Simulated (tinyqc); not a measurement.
# Ideality, resistance and saturation current from three points

Problem. Well above I0 a diode obeys V = n Vt ln(I/I0) + Rs I. Find n, Rs and I0.

Inputs (values chosen for the exercise):
```
symbol,value,unit,meaning
T,300,K,temperature
```

Constants: q = 1.602176634e-19 C, kB = 1.380649e-23 J/K, Vt = kB T/q. Results are converted to the units shown.

I (A): 0.00022  0.0028  0.035
V (V): 0.26818498  0.35889046  0.62974692

Answer. The equation is linear in a = n Vt, Rs and c = -a ln I0; three points give a 3 x 3 system.

n = 1.14
Rs = 6.10 ohm
I0 = 2.57e-8 A

tinyqc, about 0.01 s, one thread, Intel Xeon 2.30GHz (shared host): `OMP_NUM_THREADS=1 python tinyqc.py 2640146 2640147 out.jsonl`
